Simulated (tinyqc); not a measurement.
# Thin-film transistor with exponential tail and deep states, accumulation layer, step by step

Computed by the program tinyqc: `OMP_NUM_THREADS=1 python tinyqc.py 2610128 2610129 out.jsonl`, one thread of a shared Intel Xeon 2.30GHz, about 0.02 s for the whole run. Printed values are rounded.

An undoped film in accumulation, thicker than the space-charge layer. With band bending psi the Fermi level lies E0 - psi below the band edge. Free electrons n = n0 exp(psi/Vt) carry the current; electrons in two exponential distributions of traps, a = a0 exp(psi/Va) and d = d0 exp(psi/Vp), do not. Linear regime, ohmic contacts, traps in equilibrium.

Parameters, values chosen for the exercise; values close to those of amorphous indium gallium zinc oxide:
```
symbol,value,unit,meaning
T,290,K,temperature
eps_r,10,,relative permittivity of the semiconductor
Nc,5.4e18,cm^-3,density of extended states
mb,13,cm^2/(V s),band mobility
Nt,3.1e18,cm^-3,total density of tail states
Tt,360,K,characteristic temperature of the tail
Nd,8.9e16,cm^-3,total density of deep states
Td,1460,K,characteristic temperature of the deep states
E0,0.58,eV,bulk Fermi level below the band edge
Ci,100,nF/cm^2,gate capacitance
WL,10,,ratio W/L
Vd,0.05,V,drain voltage
Vg,4.3,V,gate voltage above flat band
```

Constants: q = 1.602176634e-19 C, kB = 1.380649e-23 J/K, Vt = kB T/q, eps0 = 8.8541878128e-14 F/cm where lengths are in cm. Results are converted to the units shown.

Range of the model: The Fermi level at the surface comes within 2 Vt of the band edge, where the exponential forms for free and trapped electrons fail. The th form assumes a Fermi level far below the band edge; at the surface it overcounts the filled tail by a factor of about 5.5.

## Bulk densities

Va = kB Tt/q, Vp = kB Td/q; n0 = Nc exp(-E0/Vt), a0 = Nt th(T/Tt) exp(-E0/Va), d0 = Nd th(T/Td) exp(-E0/Vp), th(x) = pi x/sin(pi x).

Va = 0.0310224 V
Vp = 0.125813 V
th(T/Tt) = 4.41219
n0 = 4.49611e8 cm^-3
a0 = 1.03842e11 cm^-3
d0 = 9.45903e14 cm^-3

## Iteration 1: surface potential by Newton steps

psi at the start = 0.63 V

Va = kB Tt/q, Vp = kB Td/q. G(psi) = sum over the three kinds of c0 [V (exp(psi/V) - 1) - psi], field F = sqrt(2 q G/(eps0 eps_r)); Vg = psi + eps0 eps_r F/Ci at the surface. f = psi + eps0 eps_r F/Ci - Vg, f' = 1 + q rho/(Ci F) with rho = sum c0 (exp(psi/V) - 1); psi(new) = psi - f/f'.

F = 1066.26 kV/cm
f = 5.77084 V
f' = 164.213
psi after iteration 1 = 0.594858 V

## Iteration 2: surface potential by Newton steps

As before.

F = 583.976 kV/cm
f = 1.46549 V
f' = 88.7185
psi after iteration 2 = 0.578339 V

## Course of the iteration: surface potential by Newton steps

Stop when psi changes by less than 1e-10 V, or after 30 iterations. psi must stay between 0 and 5 V.

Course of the iteration:

| iteration | psi (V) | \|change\| (V) |
|---|---|---|
| 1 | 0.594858 | 0.0351 |
| 2 | 0.578339 | 0.0165 |
| 3 | 0.575473 | 2.87e-3 |
| 4 | 0.575399 | 7.32e-5 |
| 5 | 0.575399 | 4.61e-8 |
| 6 | 0.575399 | 1.83e-14 |

Converged in 6 iterations. At the end the number of correct digits about doubles with each step.

## Free and total charge, current

psi_s = 0.575399 V

Va = kB Tt/q, Vp = kB Td/q. G(psi) = sum over the three kinds of c0 [V (exp(psi/V) - 1) - psi], field F = sqrt(2 q G/(eps0 eps_r)); Vg = psi + eps0 eps_r F/Ci at the surface. Total charge Q = Ci (Vg - psi_s); free charge Qf = q times the integral of n0 (exp(psi/Vt) - 1)/F over psi from 0 to psi_s; I = (W/L) mb Qf Vd; effective mobility mb Qf/Q.

surface densities (cm^-3): free 4.49201e18, tail 1.17926e19, deep 9.16367e16
Q = 372.460 nC/cm^2
Qf = 70.7307 nC/cm^2
effective mobility = 2.46872 cm^2/(V s)
I = 459.750 nA

19.0 % of the induced charge is free, against 27.4 % of the electrons right at the surface.
